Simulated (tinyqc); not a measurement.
# Worked calculation: off-state leakage of single and stacked transistors

Computed by the program tinyqc: `OMP_NUM_THREADS=1 python tinyqc.py 2242187 2242188 out.jsonl`, one thread of a shared Intel Xeon 2.30GHz, about 0.03 s for the whole run. Printed values are rounded.

n-channel devices of unit width. Subthreshold current I(Vg, Vs, Vd) = I0 (T/300 K)^0.5 exp[(Vg - Vs - VT(T) - gb (Vs - Vb) + dd (Vd - Vs))/(nf Vt)] (1 - exp(-(Vd - Vs)/Vt)), VT(T) = VT - cT (T - 300 K). Gate-edge tunnelling Ig (Vd/1 V) exp(ag (Vd - 1 V)), for a gate at 0 V, and band-to-band leakage Ab u exp(-Bb/u), u = Vd - Vb + 1 V, flow at a drain held at V; both are taken as independent of T. In a stack of off transistors (all gates at 0 V) the same subthreshold current passes through each.

Parameters, values chosen for the exercise; values of the order met in bulk silicon logic transistors:
- T = 358 K (temperature)
- V = 0.9 V (supply voltage)
- VT = 0.46 V (threshold at 300 K, zero drain and body bias)
- cT = 0.5 mV/K (fall of the threshold with temperature)
- I0 = 0.14 uA/um (current at threshold at 300 K)
- nf = 1.42 (slope factor)
- dd = 0.15 (drain-induced lowering per volt)
- gb = 0.21 (rise of the threshold per volt of source-body bias)
- Ig = 9e-6 uA/um (gate-edge tunnelling current at 1 V)
- ag = 5.6 1/V (exponential slope of the gate current)
- Ab = 200 uA/(um V) (prefactor of band-to-band leakage at the drain)
- Bb = 22 V (its exponential voltage)
- Vb = -0.3 V (body voltage)

Constants: q = 1.602176634e-19 C, kB = 1.380649e-23 J/K, Vt = kB T/q. Results are converted to the units shown.

## Leakage of one transistor

Vg = Vs = 0, Vd = V; effective threshold VT(T) - gb Vb - dd V.

effective threshold = 0.359 V
parts (nA/um): subthreshold 0.0422139, gate edge 0.00462679, band-to-band 19.9760
total = 20.0228 nA/um
shares (%): subthreshold 0.210829, gate edge 0.0231076, band-to-band 99.7661

The band-to-band part is the largest.

## Starting value

Vx = dd V/(1 + gb + 2 dd), the solution for Vx well above Vt, rounded to three decimals.

Vx at the start = 0.089 V

## Iteration 1: new Vx

Stack of two, Vx the node between them: I_low = I(0, 0, Vx), I_up = I(0, Vx, V), f = ln(I_up/I_low), f' = -(1 + gb + 2 dd)/(nf Vt) - 1/(Vt (exp(Vx/Vt) - 1)) - 1/(Vt (exp((V - Vx)/Vt) - 1)), Vx(new) = Vx - f/f'.

I_low = 0.00248016 nA/um
I_up = 0.00266373 nA/um
f = 0.0714046
f' = -36.3871 1/V
Vx after iteration 1 = 0.0909624 V

## Iteration 2: new Vx

As before.

I_low = 0.00250598 nA/um
I_up = 0.00250629 nA/um
f = 1.23827e-4
f' = -36.2624 1/V
Vx after iteration 2 = 0.0909658 V

## Course of the iteration

Stop when the step is below 1e-11 V, or after 40 iterations.

Course of the iteration:
```
iteration	Vx before the step (V)	step (V)
1	0.089	1.96e-3
2	0.0909624	3.41e-6
3	0.0909658	9.86e-12
```

Converged in 3 iterations. The subthreshold current of the stack is 0.002506 nA/um, 16.8 times less than that of one transistor (the drain leakage is unchanged); the estimate exp[dd V (1 + gb + dd)/((1 + gb + 2 dd) nf Vt)] gives 16.0.
